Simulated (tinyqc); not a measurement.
Eight-band Kane k.p model: one step. Derived values. Two cases, with inputs chosen for the exercise.

Problem. P = sqrt(Ep c); A = 1/me - Ep (Eg + 2 Dso/3)/(Eg (Eg + Dso)) keeps the electron mass; g1' = g1 - Ep/(3 Eg), g2' = g2 - Ep/(6 Eg), g3' = g3 - Ep/(6 Eg) remove the coupling to S that the Luttinger values already hold; L = -c (g1' + 4 g2'), M = -c (g1' - 2 g2'), N = -6 c g3'. c = hbar^2/2m0.

Constants: hbar^2/2m0 = 3.80998211 eV angstrom^2.

Case 1.

Values chosen (near those of GaSb; not measured data): Eg = 0.814 eV (gap at Gamma to the s-like level); Dso = 0.771 eV (spin-orbit splitting); Ep = 25.7 eV (Kane energy); me = 0.0406 m0 (electron mass at Gamma); g1 = 13.36 (Luttinger gamma1); g2 = 4.65 (gamma2); g3 = 6.05 (gamma3).

Case 2.

Values chosen (near those of AlAs; not measured data): Eg = 3.072 eV (gap at Gamma to the s-like level); Dso = 0.277 eV (spin-orbit splitting); Ep = 21.1 eV (Kane energy); me = 0.1494 m0 (electron mass at Gamma); g1 = 3.78 (Luttinger gamma1); g2 = 0.82 (gamma2); g3 = 1.43 (gamma3).

Give: P; A; g1', g2', g3'; L, M, N.

Solution.

Case 1.

P = 9.8953 eV angstrom
A = -1.8226

g1', g2', g3': 2.8358  -0.6121  0.7879

L, M, N (eV angstrom^2): -1.4764  -15.4685  -18.0118

The coupling to the valence bands supplies 26.45, against 1/me = 24.63; A makes up the difference. The diagonal term in A bends towards the gap, so the set should be tested for spurious states at large k.

Case 2.

P = 8.9661 eV angstrom
A = 0.0143

g1', g2', g3': 1.4905  -0.3247  0.2853

L, M, N (eV angstrom^2): -0.7297  -8.1534  -6.5208

The coupling to the valence bands supplies 6.68, against 1/me = 6.69; A makes up the difference. A > 0 and L, M < 0: every diagonal term bends away from the gap.

Computed by tinyqc, one run a case: `OMP_NUM_THREADS=1 python tinyqc.py N N+1 out.jsonl` with N = 1080034, 1080061; one thread of a shared Intel(R) Xeon(R) Processor @ 2.30GHz, about 0.1 s a run at most.
